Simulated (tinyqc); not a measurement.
# Changing the drive-in time t2

Model: two-step dopant diffusion (predeposition and drive-in) with a constant diffusivity. Computed by tinyqc, a small Python program. Command: `OMP_NUM_THREADS=1 python tinyqc.py 3019198 3019199 out.jsonl dopdiff sweep`. One thread of a shared host (Intel(R) Xeon(R) Processor @ 2.30GHz), about 0.2 s of CPU time with the checks.

Fick diffusion into a half space x > 0 whose background doping C_B is of the opposite type, so that a junction lies where C = C_B.

Inputs (values chosen for the exercise, modelled on phosphorus in silicon):

| quantity | value | unit |
|---|---|---|
| prefactor D0 | 4.56 | cm^2/s |
| activation energy E | 3.68 | eV |
| surface concentration C_s | 1e+19 | 1/cm^3 |
| background doping C_B | 4.4e+15 | 1/cm^3 |
| predeposition temperature T1 | 1000 | C |
| predeposition time t1 | 5 | min |
| drive-in temperature T2 | 1125 | C |
| mean mobility in the layer mu | 150 | cm^2/(V s) |
| ramp rate | 3 | C/min |
| stand-by temperature | 800 | C |

Furnace ramps of the drive-in: linear ramps.

Constants: k_B = 8.617333262e-05 eV/K; e = 1.602176634e-19 C.

Method:
- D = D0 exp(-E/(k_B T)).
- Temperatures in kelvin are T(C) + 273.15.
- Times in seconds are 60 times the minutes.
- One ramp between the stand-by temperature and T2 adds int D dT / rate (40-point Gauss-Legendre); the usual estimate counts it as an extra time k_B T2^2/(E rate) at T2. (Dt)2 = D2 t2 + two ramps, times in seconds.
- C = C_s erfc(x/(2 sqrt(D1 t1))); dose Q = 2 C_s sqrt(D1 t1/pi); the junction solves erfc(z) = C_B/C_s with x_j = 2 z sqrt(D1 t1).
- With a sealed surface and a thin source, C = Q/sqrt(pi (Dt)2) exp(-x^2/(4 (Dt)2)); x_j = 2 sqrt((Dt)2 ln(C(0)/C_B)); gradient at the junction |dC/dx| = C_B x_j/(2 (Dt)2).
- Net dose Q_net = Q erf(x_j/(2 sqrt((Dt)2))) - C_B x_j; R_s = 1/(e mu Q_net), with every dopant ionised and one mobility.
- Exact two-step profile: C = (2 C_s/pi) int_0^alpha exp(-beta (1 + u^2))/(1 + u^2) du with alpha = sqrt(D1 t1/(Dt)2), beta = x^2/(4 (D1 t1 + (Dt)2)).
- The integral takes 48 Gauss-Legendre points; solve C(x) = C_B.

One run for each value:

| drive-in time t2 (min) | junction depth x_j (um) | surface concentration C(0) (Gaussian) (1/cm^3) | sheet resistance R_s (Gaussian) (ohm/square) | exact junction depth (um) |
|---|---|---|---|---|
| 10 | 1.046 | 5.109e+17 | 1961 | 1.048 |
| 19 | 1.148 | 4.602e+17 | 1966 | 1.150 |
| 38 | 1.333 | 3.892e+17 | 1975 | 1.335 |
| 73 | 1.607 | 3.152e+17 | 1987 | 1.608 |
| 140 | 2.008 | 2.447e+17 | 2007 | 2.009 |
| 270 | 2.575 | 1.839e+17 | 2035 | 2.575 |
| 530 | 3.370 | 1.345e+17 | 2076 | 3.371 |
| 1000 | 4.365 | 9.909e+16 | 2131 | 4.365 |
| 2000 | 5.786 | 7.056e+16 | 2217 | 5.786 |

Over the rows, junction depth x_j (um) rises from 1.05 to 5.79 (exponent d ln y / d ln x 0.15 between the first rows and 0.41 between the last); surface concentration C(0) (Gaussian) (1/cm^3) falls from 5.11e17 to 7.06e16 (exponent d ln y / d ln x -0.16 between the first rows and -0.49 between the last); sheet resistance R_s (Gaussian) (ohm/square) rises from 1960 to 2220 (exponent d ln y / d ln x 0.0037 between the first rows and 0.057 between the last). At the high end the exponent of surface concentration C(0) (Gaussian) is -0.49, close to -0.50: a fixed dose spreads over a width sqrt(D t). At short t2 the ramps carry much of the budget, which flattens the dependence on t2.

Caution (all rows): C_s exceeds the intrinsic carrier density of silicon at the predeposition temperature (2e18 to 1e19 per cm^3), where real diffusivities rise with concentration and profiles turn box-like.
